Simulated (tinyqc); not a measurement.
Worked calculation: Hueckel theory of the pi electrons, for the molecule c1ccc2cc3cnccc3cc2c1 (SMILES; centres numbered as the heavy atoms are written). Computed by tinyqc, a small Python program that keeps every step. Settings: charge = 0. Command: `OMP_NUM_THREADS=1 python tinyqc.py 25867 25868 out.jsonl` (the two numbers bound the seeds that draw the settings). One thread of a shared host (Intel(R) Xeon(R) Processor @ 2.60GHz), about 0.01 s of CPU time with the checks.

## The Hueckel matrix

Centres:
```
centre  z_r, pi electrons of the neutral centre         h
1C                                            1  0.000000
2C                                            1  0.000000
3C                                            1  0.000000
4C                                            1  0.000000
5C                                            1  0.000000
6C                                            1  0.000000
7C                                            1  0.000000
8N                                            1  0.450000
9C                                            1  0.000000
10C                                           1  0.000000
11C                                           1  0.000000
12C                                           1  0.000000
13C                                           1  0.000000
14C                                           1  0.000000
```

Bonds:
```
i    j  k
1    2  1
2    3  1
3    4  1
4    5  1
5    6  1
6    7  1
7    8  1
8    9  1
9   10  1
10  11  1
11  12  1
12  13  1
13  14  1
14   1  1
13   4  1
11   6  1
```

H_rr = alpha + h_r beta, H_rs = k_rs beta for bonded centres.

Hueckel matrix in units of beta (H = alpha + beta A), lower triangle:
```
           1C        2C        3C        4C        5C        6C        7C        8N
1C   0.000000
2C   1.000000  0.000000
3C   0.000000  1.000000  0.000000
4C   0.000000  0.000000  1.000000  0.000000
5C   0.000000  0.000000  0.000000  1.000000  0.000000
6C   0.000000  0.000000  0.000000  0.000000  1.000000  0.000000
7C   0.000000  0.000000  0.000000  0.000000  0.000000  1.000000  0.000000
8N   0.000000  0.000000  0.000000  0.000000  0.000000  0.000000  1.000000  0.450000
9C   0.000000  0.000000  0.000000  0.000000  0.000000  0.000000  0.000000  1.000000
10C  0.000000  0.000000  0.000000  0.000000  0.000000  0.000000  0.000000  0.000000
11C  0.000000  0.000000  0.000000  0.000000  0.000000  1.000000  0.000000  0.000000
12C  0.000000  0.000000  0.000000  0.000000  0.000000  0.000000  0.000000  0.000000
13C  0.000000  0.000000  0.000000  1.000000  0.000000  0.000000  0.000000  0.000000
14C  1.000000  0.000000  0.000000  0.000000  0.000000  0.000000  0.000000  0.000000

           9C       10C       11C       12C       13C       14C
9C   0.000000
10C  1.000000  0.000000
11C  0.000000  1.000000  0.000000
12C  0.000000  0.000000  1.000000  0.000000
13C  0.000000  0.000000  0.000000  1.000000  0.000000
14C  0.000000  0.000000  0.000000  0.000000  1.000000  0.000000
```

## Orbitals

pi electrons, sum of z_r less the charge = 14

Diagonalise; E = alpha + x beta with beta < 0, so the largest x are filled first; degenerate levels share their electrons. P = sum n_i c_ri c_si; each orbital has its largest coefficient positive (the first on a tie).

x values: 2.428866  2.050052  1.509979  1.414214  1.065435  1.000000  0.433933  -0.390437  -0.920568  -1.000000  -1.350292  -1.414214  -1.970751  -2.406216

occupations: 2.000000  2.000000  2.000000  2.000000  2.000000  2.000000  2.000000  0.000000  0.000000  0.000000  0.000000  0.000000  0.000000  0.000000

coefficients:
```
          MO1        MO2        MO3        MO4        MO5        MO6        MO7        MO8
1C   0.140711  -0.270644   0.340126  -0.223607   0.262923   0.353553  -0.210670   0.228602
2C   0.140828  -0.269823   0.380855   0.000000   0.455942   0.000000   0.233767   0.202390
3C   0.201340  -0.282507   0.234956   0.223607   0.222853  -0.353553   0.312109  -0.307622
4C   0.348201  -0.309331  -0.026076   0.316228  -0.218506  -0.353553  -0.098333  -0.082283
5C   0.297045  -0.037996  -0.134622   0.447214  -0.005415   0.000000  -0.424341   0.454481
6C   0.373282   0.231439  -0.177200   0.316228   0.212736   0.353553  -0.085803  -0.095163
7C   0.241607   0.298532   0.206929   0.223607  -0.127200   0.353553   0.259795  -0.368573
8N   0.213549   0.380568   0.489659   0.000000  -0.348260   0.000000   0.198536   0.239068
9C   0.180978   0.310396   0.312099  -0.223607  -0.087131  -0.353553  -0.262985   0.167651
10C  0.226023   0.255760  -0.018396  -0.316228   0.255427  -0.353553  -0.312654  -0.304525
11C  0.368001   0.213925  -0.339876  -0.223607   0.359272   0.000000   0.127314  -0.048753
12C  0.294519  -0.048642  -0.317610  -0.316228  -0.085383   0.000000   0.453702   0.418724
13C  0.347348  -0.313643  -0.139708  -0.223607  -0.450242   0.000000   0.069562  -0.114732
14C  0.200941  -0.285011   0.132729  -0.316228  -0.175815   0.353553  -0.325184  -0.291645

           MO9       MO10       MO11       MO12       MO13       MO14
1C    0.141929   0.353553  -0.374933  -0.223607  -0.299652   0.158075
2C   -0.361703   0.000000   0.461329   0.000000   0.300337  -0.158006
3C    0.191044  -0.353553  -0.247995   0.223607  -0.292237   0.222123
4C    0.185835   0.353553  -0.126463  -0.316228   0.275590  -0.376468
5C   -0.007493   0.000000   0.104507   0.447214   0.021383   0.306781
6C   -0.178937  -0.353553  -0.014652  -0.316228  -0.317731  -0.361712
7C   -0.265652   0.353553  -0.233362   0.223607   0.274924   0.198881
8N    0.423488   0.000000   0.329759   0.000000  -0.224077  -0.116838
9C   -0.314767  -0.353553  -0.360301  -0.223607   0.267510   0.134833
10C  -0.133724   0.353553   0.156752   0.316228  -0.303118  -0.207599
11C   0.437868   0.000000   0.148640  -0.223607   0.329861   0.364696
12C  -0.090427   0.000000  -0.342807   0.316228  -0.029225  -0.308225
13C  -0.354624   0.000000   0.314250  -0.223607  -0.272265   0.376961
14C   0.231048  -0.353553   0.044941   0.316228   0.290203  -0.222356
```

charge and bond-order matrix P, lower triangle:
```
            1C         2C         3C         4C         5C         6C         7C         8N
1C    0.994487
2C    0.586020   1.000434
3C    0.005091   0.737269   0.995257
4C   -0.217200  -0.000086   0.535387   1.000048
5C   -0.011471  -0.201707   0.010526   0.606053   0.975795
6C    0.115831  -0.000858  -0.131042  -0.000081   0.605244   1.003845
7C    0.020816   0.070039  -0.018671  -0.131310   0.046031   0.537942   0.897977
8N   -0.079589   0.003004   0.069771   0.000885  -0.198612  -0.020196   0.724817   1.181804
9C    0.010213  -0.081209  -0.008837   0.116103   0.024034  -0.215185  -0.062536   0.575457
10C   0.070125  -0.001628  -0.034877  -0.000003   0.099530   0.005976  -0.364545  -0.028870
11C  -0.008154   0.116457   0.007206  -0.181812  -0.018062   0.483801   0.039642  -0.212535
12C  -0.201481   0.001539   0.100564  -0.000154  -0.402785  -0.004262   0.097868   0.017348
13C   0.006419  -0.217374  -0.005822   0.484878   0.013646  -0.181272  -0.026555   0.114032
14C   0.737094  -0.000855  -0.368448   0.000125   0.100339   0.002050  -0.033797  -0.007789

            9C        10C        11C        12C       13C       14C
9C    0.956514
10C   0.740458   1.009666
11C   0.024282   0.533631   0.983979
12C  -0.204178  -0.007381   0.607447   1.006239
13C  -0.014315  -0.130362   0.010618   0.605287  0.992194
14C   0.071745   0.003687  -0.131982  -0.003274  0.535788  1.001761
```

## Energy, charges, bond orders

E = sum n x; q_r = z_r - P_rr; bond order p = P_rs; free valence = sqrt(3) - sum of p over the bonds of the atom.

pi energy = 14 alpha + this times beta = 19.804956

pi charges: 1C 0.005513, 2C -0.000434, 3C 0.004743, 4C -0.000048, 5C 0.024205, 6C -0.003845, 7C 0.102023, 8N -0.181804, 9C 0.043486, 10C -0.009666, 11C 0.016021, 12C -0.006239, 13C 0.007806, 14C -0.001761

Bond orders and lengths from R = 1.517 - 0.180 p (angstrom, C-C alone):
```
bond          p         R
1-2    0.586020  1.411516
2-3    0.737269  1.384292
3-4    0.535387  1.420630
4-5    0.606053  1.407911
5-6    0.605244  1.408056
6-7    0.537942  1.420170
7-8    0.724817         -
8-9    0.575457         -
9-10   0.740458  1.383718
10-11  0.533631  1.420946
11-12  0.607447  1.407660
12-13  0.605287  1.408048
13-14  0.535788  1.420558
14-1   0.737094  1.384323
13-4   0.484878  1.429722
11-6   0.483801  1.429916
```

free valence of the carbons: 1C 0.408936, 2C 0.408762, 3C 0.459395, 4C 0.105733, 5C 0.520754, 6C 0.105063, 7C 0.469291, 9C 0.416136, 10C 0.457962, 11C 0.107172, 12C 0.519317, 13C 0.106099, 14C 0.459169

gap between the highest filled and the next level = 0.824370 |beta|
